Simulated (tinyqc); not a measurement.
From threshold to a deep level: trap in a gate oxide as a short-range spherical well.

A spherical well of radius R and depth V0 below the conduction edge, one mass m, c = hbar^2/2m0. The s level at binding Et solves k cot(k R) = -kappa with k = sqrt(m (V0 - Et)/c), kappa = sqrt(m Et/c); it exists for V0 > Vc = c (pi/2R)^2/m. Outside, psi falls as exp(-kappa r)/r.

Constants: hbar^2/2m0 = 3.80998211 eV angstrom^2.

Values chosen for the exercise (out of a larger set: near those of SiO2 on Si; not measured data): R = 4.4 angstrom (radius of the well); m = 0.462 m0 (mass); fV = (1.04, 1.09, 1.21, 1.53, 2.44, 3.2, 4.55) (V0/Vc).

Et against the depth at fixed R; near threshold Et = (pi^2/16)(V0 - Vc)^2/Vc.

Results:

| V0/Vc | V0 (eV) | Et (eV) | threshold form (eV) | 1/kappa (angstrom) | share outside |
|---|---|---|---|---|---|
| 1.04 | 1.093 | 0.001008 | 0.001037 | 90.5 | 0.953 |
| 1.21 | 1.272 | 0.02481 | 0.02859 | 18.2 | 0.790 |
| 1.53 | 1.608 | 0.1321 | 0.1821 | 7.9 | 0.590 |
| 2.44 | 2.565 | 0.6716 | 1.344 | 3.5 | 0.327 |
| 3.20 | 3.363 | 1.251 | 3.138 | 2.6 | 0.231 |
| 4.55 | 4.782 | 2.410 | 8.171 | 1.8 | 0.147 |

Give the missing row, V0/Vc = 1.09.

Computed row:
```
V0/Vc  V0 (eV)   Et (eV)  threshold form (eV)  1/kappa (angstrom)  share outside
1.09     1.146  0.004928             0.005251                40.9          0.899
```

The threshold form holds to 10 % up to V0/Vc = 1.09 of those listed. There the state is mostly outside the well (95 % in the first row) and knows only Et, which is why a delta-well model works; more than half is inside from V0/Vc = 2.44 on. A second s level would need V0/Vc > 9.

Run: tinyqc, `OMP_NUM_THREADS=1 python tinyqc.py 1251474 1251475 out.jsonl`; Intel(R) Xeon(R) Processor @ 2.30GHz, one thread, shared host; about 0.01 s of CPU time with all checks.
